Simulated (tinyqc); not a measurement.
# Metal gate on a two-layer dielectric stack with fixed charge and a dipole: effects of single changes

Gate, layer 2, layer 1, p-type semiconductor; x runs from the gate inwards. Charges are counted in units of +q. psi is the band bending at the surface, positive towards inversion. Classical charge, Boltzmann statistics, no interface traps.

Inputs (values chosen for the exercise); band and dielectric values close to those of silicon, layer 1 close to silicon nitride, layer 2 close to hafnium oxide:
- T = 300 K (temperature)
- Eg = 1.12 eV (band gap)
- eps_r = 11.6 (relative permittivity)
- Nc = 2.8e19 cm^-3 (conduction-band density of states at T)
- Nv = 2.65e19 cm^-3 (valence-band density of states at T)
- chi = 4 eV (electron affinity)
- Na = 2.5e18 cm^-3 (acceptor density)
- pM = 4.54 eV (work function of the gate metal)
- t1 = 1.4 nm (thickness of layer 1, next to the semiconductor)
- e1 = 7.23 (relative permittivity of layer 1)
- t2 = 4.5 nm (thickness of layer 2, next to the gate)
- e2 = 22.1 (relative permittivity of layer 2)
- Q1 = 1e12 cm^-2 (fixed charge at the semiconductor interface)
- Q2 = 4.7e12 cm^-2 (fixed charge between the layers)
- r1 = 0 cm^-3 (uniform charge density in layer 1)
- r2 = 1.1e18 cm^-3 (uniform charge density in layer 2)
- Vd = 0 V (flat-band shift by a dipole layer between the layers)

Constants: q = 1.602176634e-19 C, kB = 1.380649e-23 J/K, Vt = kB T/q, eps0 = 8.8541878128e-14 F/cm where lengths are in cm. Results are converted to the units shown.

Each table varies one quantity; the others keep the values above.

## Flat band against the thickness t1

EOT = 3.9 (t1/e1 + t2/e2), Cox = eps0/(t1/e1 + t2/e2); phi_ms = pM - (chi + Eg - Vt ln(Nv/Na)). Vfb = phi_ms + Vd - (q/eps0) [Q1 (t1/e1 + t2/e2) + Q2 t2/e2 + r1 (t1^2/(2 e1) + t1 t2/e2) + r2 t2^2/(2 e2)]: each charge counts with its electrical distance from the gate. ni = sqrt(Nc Nv) exp(-Eg/(2 Vt)), Eg in volts, pB = Vt ln(Na/ni), Vth = Vfb + 2 pB + sqrt(4 q eps0 eps_r Na pB)/Cox.

Result of one run:
```
t1 (nm)  EOT (nm)  Vfb (V)  Vth (V)
0.5         1.064  -0.7506   0.5249
```

What becomes of these results when the thickness of layer 1, next to the semiconductor t1 is changed from 0.5 to 3.5 nm, all else the same?

Result of the changed run:
```
t1 (nm)  EOT (nm)  Vfb (V)  Vth (V)
3.5         2.682  -0.8257   0.8741
```

The whole series:
```
t1 (nm)  EOT (nm)  Vfb (V)  Vth (V)
0.5         1.064  -0.7506   0.5249
1           1.334  -0.7631   0.5831
1.5         1.603  -0.7756   0.6413
2           1.873  -0.7882   0.6995
2.5         2.143  -0.8007   0.7577
3           2.412  -0.8132   0.8159
3.5         2.682  -0.8257   0.8741
4           2.952  -0.8382   0.9323
```

Vfb falls from -0.751 to -0.838 V and Vth rises from 0.525 to 0.932 V. The slope dVfb/dEOT is -46.4 mV/nm between the first two rows and -46.4 between the last two: a straight line, set by the charge below the growing layer, which reads as 1.00e12 cm^-2. A line through the end rows meets EOT = 0 at -0.701 V, against phi_ms + Vd = -0.519 V; an effective work function read from it is off by -182 mV from pM.

## Threshold against doping

Same model as above.

Threshold against doping:
```
Na (cm^-3)  phi_ms (V)  2 pB (V)  Qd/Cox (V)   Vth (V)
8.9e14        -0.31369   0.58595   0.0058779  0.023966
2.7e15        -0.34238   0.64333    0.010727  0.057505
8.1e15        -0.37078   0.70013    0.019383  0.094563
2.5e16        -0.39991   0.75841    0.035442   0.13976
7.5e16        -0.42832   0.81521    0.063645   0.19636
2.3e17        -0.45729   0.87315     0.11535   0.27703
6.8e17        -0.48531   0.92919     0.20460   0.39431
2.1e18        -0.51446   0.98750     0.37066   0.58952
```

Vth rises from 0.0240 to 0.590 V. Of the change, phi_ms + 2 pB gives 201 mV (Vt ln 10 a decade) and the depletion charge 365 mV, growing as Na^(0.53).

Computed by the program tinyqc: `OMP_NUM_THREADS=1 python tinyqc.py 2010097 2010098 out.jsonl`, one thread of a shared Intel Xeon 2.30GHz, about 0.01 s for the whole run.
